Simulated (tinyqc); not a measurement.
Inside a calculation. Method: Born-Oppenheimer dynamics on the RHF/6-31g surface (energies and gradients from PySCF), for H4, spin multiplicity 1. Computed by tinyqc, a small Python program that keeps every step (integrals from PySCF). Settings: charge = 0, multiplicity = 1, basis = 6-31g, time step (fs) = 1.0, steps = 24. Command: `OMP_NUM_THREADS=1 python tinyqc.py 21571 21572 out.jsonl` (the two numbers bound the seeds that draw the settings). One thread of a shared host (Intel(R) Xeon(R) Processor @ 2.60GHz), about 1 s of CPU time with the checks.

## Velocity Verlet step 1

positions (bohr):
```
            x          y          z
1H  -0.022677   0.013228  -0.052912
2H  -0.001890  -0.007559   1.623275
3H   0.083148  -0.003779   3.358043
4H   0.009449  -0.018897   5.051238
```

velocities (bohr per atomic time unit):
```
               x             y             z
1H  -0.000210000   0.000097500  -0.000077000
2H  -0.000098000  -0.000020500  -0.000177000
3H   0.000349000   0.000001500   0.000128000
4H  -0.000041000  -0.000078500   0.000126000
```

gradient (hartree/bohr):
```
              x            y            z
1H  -0.00042345   0.00091086  -0.05644780
2H   0.00284090  -0.00106443   0.14028331
3H   0.00161089   0.00081620  -0.14284420
4H  -0.00402834  -0.00066263   0.05900869
```

masses (electron masses): 1H 1837.152588, 2H 1837.152588, 3H 1837.152588, 4H 1837.152588

gradient after step 1 (hartree/bohr):
```
              x            y            z
1H  -0.00036505   0.00094224  -0.04431786
2H   0.00247568  -0.00114628   0.11261175
3H   0.00218946   0.00089748  -0.11664635
4H  -0.00430008  -0.00069345   0.04835245
```

dt = 1 fs = 41.3414 atomic units; x' = x + v dt - g dt^2 / (2m); after the new gradient g', v' = v - (g + g') dt / (2m).

positions after step 1 (bohr):
```
            x          y          z
1H  -0.031161   0.016835  -0.029839
2H  -0.007263  -0.007911   1.550704
3H   0.096827  -0.004097   3.429779
4H   0.009627  -0.021834   5.028999
```

velocities after step 1 (bohr per atomic time unit):
```
               x             y             z
1H  -0.000201128   0.000076650   0.001056763
2H  -0.000157819   0.000004374  -0.003022444
3H   0.000306240  -0.000017781   0.003047653
4H   0.000052707  -0.000063242  -0.001081972
```

## Velocity Verlet step 2

gradient after step 2 (hartree/bohr):
```
              x            y            z
1H   0.00070452  -0.00026514   0.02548980
2H   0.00060191   0.00006425   0.01786370
3H  -0.00102547   0.00009907  -0.02511844
4H  -0.00028096   0.00010182  -0.01823505
```

As before.

positions after step 2 (bohr):
```
            x          y         z
1H  -0.039307   0.019566  0.034464
2H  -0.014939  -0.007197  1.373371
3H   0.108469  -0.005250  3.610032
4H   0.013807  -0.024126  4.961778
```

velocities after step 2 (bohr per atomic time unit):
```
               x             y             z
1H  -0.000204948   0.000069032   0.001268606
2H  -0.000192447   0.000016548  -0.004490486
3H   0.000293144  -0.000028994   0.004642717
4H   0.000104251  -0.000056585  -0.001420837
```

## Energy conservation

The total energy should stay constant up to terms of order dt^2; the step counts as short enough if it moves by less than 2 % of the largest kinetic energy.

Trajectory:
```
time (fs)  1H-2H (angstrom)  potential (hartree)  kinetic (hartree)  total (hartree)
0.000000           0.887136          -2.17889371         0.00024140      -2.17865231
1.000000           0.836586          -2.19975541         0.01918253      -2.18057287
2.000000           0.708778          -2.22809284         0.04182493      -2.18626791
3.000000           0.584757          -2.19539440         0.01826281      -2.17713159
4.000000           0.636886          -2.22461354         0.03723982      -2.18737372
5.000000           0.779448          -2.23900334         0.05370069      -2.18530265
6.000000           0.883331          -2.21773984         0.03578845      -2.18195139
7.000000           0.908805          -2.21193965         0.03045843      -2.18148123
8.000000           0.850801          -2.23071615         0.04798705      -2.18272909
9.000000           0.726481          -2.25148732         0.06448015      -2.18700717
10.000000          0.603295          -2.22211819         0.04038845      -2.18172973
11.000000          0.630099          -2.23183845         0.04635225      -2.18548619
12.000000          0.764042          -2.25180581         0.06516838      -2.18663743
13.000000          0.874044          -2.23014575         0.04719058      -2.18295516
14.000000          0.912292          -2.21752952         0.03541590      -2.18211362
15.000000          0.869082          -2.22942385         0.04653832      -2.18288553
16.000000          0.755826          -2.25164578         0.06526697      -2.18637881
17.000000          0.624243          -2.23500764         0.04893031      -2.18607733
18.000000          0.609125          -2.22105061         0.04059409      -2.18045651
19.000000          0.734783          -2.25356748         0.06669154      -2.18687594
20.000000          0.856812          -2.23564992         0.05312946      -2.18252046
21.000000          0.912884          -2.21778116         0.03660391      -2.18117725
22.000000          0.887682          -2.22387281         0.04233483      -2.18153798
23.000000          0.787357          -2.24715923         0.06291387      -2.18424536
24.000000          0.650374          -2.24506020         0.05771826      -2.18734194
```

The total energy moves within 1.0e-02 hartree; that is over 2 % of the largest kinetic energy, so the time step is too long.
